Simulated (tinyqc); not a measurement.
Worked calculation: Landau levels with Rashba coupling. Values are carried at full precision from step to step, so a last printed digit may differ when a step is redone from the rounded ones.

In a field B along z: l = 1/sqrt((e/hbar) B) is the magnetic length, n_B = B/(h/e) the number of states per area in one level, hbar wc = 2 muB B/m for mass m in m0; 1/angstrom^2 = 1e16/cm^2.

Constants: e/hbar = 1.519267448e-05 1/(T angstrom^2); h/e = 413566.7697 T angstrom^2; muB = 5.788381798e-05 eV/T; e^2/h = 3.874045865e-05 S.

Inputs chosen for the exercise (near those of an asymmetric InSb well; shifted at random, so the results belong to these values and not to a real crystal): B = 5.1 T (magnetic field); n = 2.3 x 1e11/cm^2 (electron sheet density); m = 0.0172 m0 (mass); gs = -30.7 (g factor); aR = 0.32 eV angstrom (Rashba constant).

## Scales set by the field

Give l, n_B and the filling factor nu = n/n_B.

l = 113.61 angstrom
n_B = 1.2332 x 1e11/cm^2
nu = 1.865

## The lowest levels

H = (p + eA)^2/2m + aR (sx ky - sy kx) + gs muB B sz/2. With d = 1/2 - gs m/4: E_0 = d hbar wc, and E(N, +/-) = hbar wc [N +/- sqrt(d^2 + 2 N aR^2/(l hbar wc)^2)] for N >= 1.

List the eight lowest, in meV, with the gap to the next.

Levels:
```
label  E (meV)  gap above (meV)
1-      12.269            9.426
0       21.695           24.544
2-      46.239           10.145
1+      56.384           23.830
3-      80.214           10.853
2+      91.067           23.127
4-     114.195           11.550
3+     125.745           22.435
```

The largest of these gaps, 24.54 meV, first occurs above level 0 and is kB T at 285 K. So far up a narrow-gap band the mass grows and g shrinks, which fixed values leave out.

## Where EF lies

Each listed level takes n_B electrons. At zero temperature and without broadening EF sits in the partly filled level.

Fill the listed levels in order up to nu; give the partly filled level, its energy and its filled share.

level: 0

EF = 21.695 meV
filled share = 0.865

## Fields of the Hall plateaus

A plateau is centred where nu = n/n_B equals 1, 2, 3, 4, 5, 6; there rho_xy = h/(nu e^2).

Plateaus:
```
nu  B (T)  1/B (1/T)  rho_xy (kohm)
1   9.512     0.1051        25.8128
2   4.756     0.2103        12.9064
3   3.171     0.3154         8.6043
4   2.378     0.4205         6.4532
5   1.902     0.5256         5.1626
6   1.585     0.6308         4.3021
```

The order of the levels can change with B, but these counts hold wherever the levels are resolved.

## Checks

- Eight lowest levels from the matrix in 40 oscillator states against the formula, meV: they agree to 1e-10 or better.

Computed by tinyqc, a small Python program: `OMP_NUM_THREADS=1 python tinyqc.py 1251549 1251550 out.jsonl` (the numbers bound the seed that draws the inputs); one thread of a shared host (Intel(R) Xeon(R) Processor @ 2.30GHz), about 0.01 s for the whole set of steps.
